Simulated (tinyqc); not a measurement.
# Which input was changed?

Model: Deal-Grove kinetics of thermal oxidation of silicon. Computed by tinyqc, a small Python program. Command: `OMP_NUM_THREADS=1 python tinyqc.py 3001927 3001928 out.jsonl oxide which`. One thread of a shared host (Intel(R) Xeon(R) Processor @ 2.30GHz), about 1 s of CPU time with the checks.

Oxidant diffuses through the oxide and reacts at the interface, so that dx/dt = B/(A + 2x) for the oxide thickness x.

Inputs (values chosen for the exercise, close to those used for silicon):

| quantity | value | unit |
|---|---|---|
| prefactor B0 | 712 | um^2/h |
| activation energy E_B | 1.23 | eV |
| prefactor (B/A)0 | 3.84e+06 | um/h |
| activation energy E_A | 2.01 | eV |
| temperature T | 1075 | C |
| oxidant pressure p | 5 | atm |
| pressure exponent m of B/A | 0.74 | - |
| initial oxide x_i | 0.05 | um |
| time t | 7 | h |

Ambient: dry oxygen. Surface: (100).

Constants: k_B = 8.617333262e-05 eV/K.

Method:
- B = B0 p exp(-E_B/(k_B T)), B/A = (B/A)0 p^m exp(-E_A/(k_B T)), p in atm; A = B/(B/A).
- Temperatures in kelvin are T(C) + 273.15.
- tau = (x_i^2 + A x_i)/B and x = (A/2) [sqrt(1 + 4 B (t + tau)/A^2) - 1], the root of x^2 + A x = B (t + tau).
- Silicon consumed is 0.44 times the oxide grown; the rate is B/(A + 2x).

Question. One of these inputs alone was changed, within the range given: activation energy E_B (0.615 to 1.6); activation energy E_A (1.6 to 2.4); oxidant pressure p (2.5 to 10); initial oxide x_i (0.025 to 0.1). Which one, and to what value?

Results:

| run | tau (h) | oxide thickness x (um) | length A (um) |
|---|---|---|---|
| before | 0.1570661 | 0.6940459 | 0.2321393 |
| after | 0.1292515 | 0.6925026 | 0.2321393 |

Answer.

Each candidate set to reproduce tau, and what it then gives:

| candidate | range searched | value needed | oxide thickness x (um) | length A (um) |
|---|---|---|---|---|
| activation energy E_B (eV) | 0.615 to 1.6 | out of reach | - | - |
| activation energy E_A (eV) | 1.6 to 2.4 | 1.982 | 0.71428 | 0.18218 |
| oxidant pressure p (atm) | 2.5 to 10 | 6.409 | 0.79060 | 0.24762 |
| initial oxide x_i (um) | 0.025 to 0.1 | 0.04230 | 0.69250 | 0.23214 |

Only initial oxide x_i fits every result: it went from 0.05 to 0.0423 um. The next best candidate, oxidant pressure p, misses one result by 14 %.
